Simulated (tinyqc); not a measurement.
What each parameter does: sp3s* tight binding.

sp3s* tight binding, nearest neighbours only: anion (a) at 0, cation (c) at a/4 (1,1,1), orbitals s, px, py, pz, s* on each; k in units of 2 pi/a. With phases e_j = exp(i (pi/2) k.n_j) for n = (1,1,1), (1,-1,-1), (-1,1,-1), (-1,-1,1): g0 = (e1+e2+e3+e4)/4, g1 = (e1+e2-e3-e4)/4, g2 = (e1-e2+e3-e4)/4, g3 = (e1-e2-e3+e4)/4. The diagonal holds the levels Esa, Epa, Exa (s*) and Esc, Epc, Exc. Anion-cation block: <sa|sc> = Vss g0; <sa|xc> = Vsapc g1; <xa|sc> = -Vscpa g1; <xa|xc> = Vxx g0; <xa|yc> = <ya|xc> = Vxy g3, <xa|zc> = <za|xc> = Vxy g2, <ya|zc> = <za|yc> = Vxy g1; <s*a|xc> = Vxapc g1; <xa|s*c> = -Vpaxc g1; y and z take g2 and g3 in place of g1; s-s* and s*-s* vanish.

Values chosen for the exercise (near a published set for GaAs, fitted to gaps, whose masses and valley positions are rough; the results hold for these values, not for the real material): Esa = -8.358 eV (s level of the anion); Epa = 1.04 eV (p level of the anion); Esc = -2.658 eV (s level of the cation); Epc = 3.672 eV (p level of the cation); Exa = 8.579 eV (s* level of the anion); Exc = 6.748 eV (s* level of the cation); Vss = -6.46 eV (s-s); Vxx = 1.95 eV (px-px); Vxy = 5.074 eV (px-py); Vsapc = 4.468 eV (s anion, p cation); Vscpa = 5.783 eV (s cation, p anion); Vxapc = 4.836 eV (s* anion, p cation); Vpaxc = 4.819 eV (p anion, s* cation).

Gaps from the top of the valence band at Gamma; Delta is the minimum on (x,0,0), 0.5 <= x <= 1.

One parameter was then changed.

Results before and after:
```
case     Ev (eV)  gap Gamma (eV)  gap Delta (eV)  gap L (eV)
base      0.0035          1.5493          2.0223      1.6828
changed   0.0035          1.5493          2.0223      1.5808
```

Which of these changes was made? (a) Vxy = 5.274 eV; (b) Epa = 0.84 eV; (c) Esc = -2.958 eV; (d) Exc = 6.548 eV; (e) Vscpa = 5.483 eV; (f) Exa = 8.379 eV.

Answer: (e) Vscpa = 5.483 eV. Of the candidates, run in turn, only this one gives the changed row.

All candidates:
```
case              Ev (eV)  gap Gamma (eV)  gap Delta (eV)  gap L (eV)
base               0.0035          1.5493          2.0223      1.6828
Exc = 6.548 eV     0.0035          1.5493          2.0223      1.6701
Esc = -2.958 eV    0.0035          1.3401          2.0223      1.5643
Vxy = 5.274 eV     0.0035          1.5493          2.0223      1.6269
Exa = 8.379 eV     0.0035          1.5493          1.9585      1.6658
Vscpa = 5.483 eV   0.0035          1.5493          2.0223      1.5808
Epa = 0.84 eV     -0.1539          1.7066          2.1797      1.8221
```

Exc, Vxy, Exa and Vscpa cannot move Ev or the gap at Gamma, whose blocks do not hold them; s parameters never move Ev, and move the gap only where the lowest empty level at Gamma is s-like.

Program tinyqc; command `OMP_NUM_THREADS=1 python tinyqc.py 1480415 1480416 out.jsonl`; about 0.1 s on one thread of a shared Intel(R) Xeon(R) Processor @ 2.30GHz.
